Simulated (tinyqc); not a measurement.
Solid solubility of a dopant against its melt (retrograde solidus), clustering and the electrically active fraction: one step, computed by the program tinyqc.

Question. Liquidus and solidus at T. x_l and x_s are atom fractions of the dopant in melt and solid; the solid is dilute. Liquidus of the host: R T ln(1 - x_l) + L x_l^2 = -H_f (1 - T/T_m). Distribution: k = x_s/x_l = exp[L (1 - x_l)^2/(R T)] exp(S/k_B - H/(k_B T)), the first factor being the activity coefficient in the melt. Solubility = x_s N0; at T_m x_l = 0.

Inputs (values chosen for the exercise, of the order of those of copper in silicon for the solubility):

| quantity | value | unit |
|---|---|---|
| melting point of the host T_m | 1687 | K |
| heat of melting of the host H_f | 50.2 | kJ/mol |
| interaction L of the melt | -11 | kJ/mol |
| enthalpy of transfer from melt to solid H | 1.46 | eV |
| entropy of transfer S | 2.87 | k_B |
| site density N0 | 5e+22 | 1/cm^3 |
| temperature T | 1465 | K |

Constants: R = 8.314462618 J/(mol K); k_B = 8.617333262e-05 eV/K.

Give: x_l; distribution coefficient k; x_s; solubility; k at the melting point.

Answer.

x_l = 0.3504

distribution coefficient k = 1.144e-04

x_s = 4.008e-05

solubility = 2.004e+18 1/cm^3

k at the melting point = 3.501e-04

k has changed by a factor 0.33 from its value at T_m, while x_l has grown from 0 to 0.350.
